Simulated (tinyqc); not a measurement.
# Transistor under a ferroelectric capacitor (negative capacitance), static model: what changes with what

A ferroelectric film of thickness tf lies between the gate and an inner metal at potential v, which drives an ordinary transistor. One domain, P = Q (background permittivity neglected): Vg = v + tf (2 al Q + 4 be Q^3), al = -3 sqrt(3) Ec/(4 Pr), be = 3 sqrt(3) Ec/(8 Pr^3). Gate charge Q(v) = Qi + Cp v with the channel charge Qi = Cox n Vt ln(1 + exp((v - VT)/(n Vt))). Q in uC/cm^2, E in kV/cm; 1 nm times 1 kV/cm is 1e-4 V. Domains, leakage and the switching time are left out.

Parameters, values chosen for the exercise; Pr and Ec close to those of hafnium oxide based films:
- T = 350 K (temperature)
- Pr = 8 uC/cm^2 (remanent polarisation)
- Ec = 1000 kV/cm (coercive field)
- Cox = 3.6 uF/cm^2 (capacitance of the inner oxide)
- Cp = 0.24 uF/cm^2 (overlap capacitance per gate area)
- VT = 0.4 V (threshold of the inner transistor)
- n = 1.24 (subthreshold factor of the inner transistor)
- Vg = 0.21 V (gate voltage)

Constants: q = 1.602176634e-19 C, kB = 1.380649e-23 J/K, Vt = kB T/q. Results are converted to the units shown.

Each table varies one quantity; the others keep the values above.

## Effect of the capacitance of the inner oxide

C = dQ/dv = Cox/(1 + exp(-(v - VT)/(n Vt))) + Cp; dVg/dv = 1 + C tf (2 al + 12 be Q^2); gain = dv/dVg. The largest gain is taken over -0.3 V < v < 2.5 V, tc is the thickness at which dVg/dv first touches zero, the swing is n Vt ln 10 (1 + 2 al tf Cp), v solves Vg(v) = Vg, and the last column compares Qi(v) with Qi(Vg) of the transistor without the film.

In this table tf = 5.7 nm.

Results:
```
Cox (uF/cm^2)  tc (nm)  largest gain  swing (mV/decade)  v at Vg (V)  Qi with/without film
1                25.05         1.295              82.29       0.2198                 1.299
1.5              17.93         1.466              82.29       0.2199                 1.300
2                14.00         1.687              82.29       0.2199                 1.301
2.5              11.51         1.982              82.29       0.2199                 1.302
3.5              8.530         3.014              82.29       0.2200                 1.304
4                7.571         4.047              82.29       0.2200                 1.305
4.5              6.816         6.109              82.29       0.2200                 1.306
5                6.206         12.27              82.29       0.2201                 1.307
```

Estimate the missing row, Cox = 3 uF/cm^2.

Computed row:
```
Cox (uF/cm^2)  tc (nm)  largest gain  swing (mV/decade)  v at Vg (V)  Qi with/without film
3                9.787         2.395              82.29       0.2199                 1.303
```

With this row back in the table: As Cox goes from 1 to 5 uF/cm^2, the largest gain rises from 1.29 to 12.3, the swing stays at 82.3 mV a decade and tc falls from 25.0 to 6.21 nm. For Cox = 4.5 to 5 uF/cm^2 the gain relies on a single-domain state close to the fold, which domains would spoil.

## Effect of the remanent polarisation

Same model as above.

In this table tf = 5.7 nm.

Effect of the remanent polarisation:
```
Pr (uC/cm^2)  tc (nm)  largest gain  swing (mV/decade)  v at Vg (V)  Qi with/without film
6.3             6.650         7.000              81.26       0.2228                 1.408
7.8             8.121         3.354              82.19       0.2202                 1.314
9.8             10.09         2.297              82.99       0.2181                 1.240
12              12.27         1.867              83.56       0.2165                 1.190
15              15.25         1.597              84.07       0.2152                 1.148
19              19.24         1.421              84.50       0.2141                 1.115
24              24.22         1.308              84.84       0.2132                 1.089
```

As Pr goes from 6.3 to 24 uC/cm^2, the largest gain falls from 7.00 to 1.31, the swing rises from 81.3 to 84.8 mV a decade and tc rises from 6.65 to 24.2 nm. At Pr = 5 uC/cm^2 tf is within 2 % of tc or beyond it, so those rows are left out. At Pr = 6.3 uC/cm^2 the gain relies on a single-domain state close to the fold, which domains would spoil.

Program tinyqc, `OMP_NUM_THREADS=1 python tinyqc.py 2860037 2860038 out.jsonl`; Intel Xeon 2.30GHz, shared host, one thread, about 0.02 s.
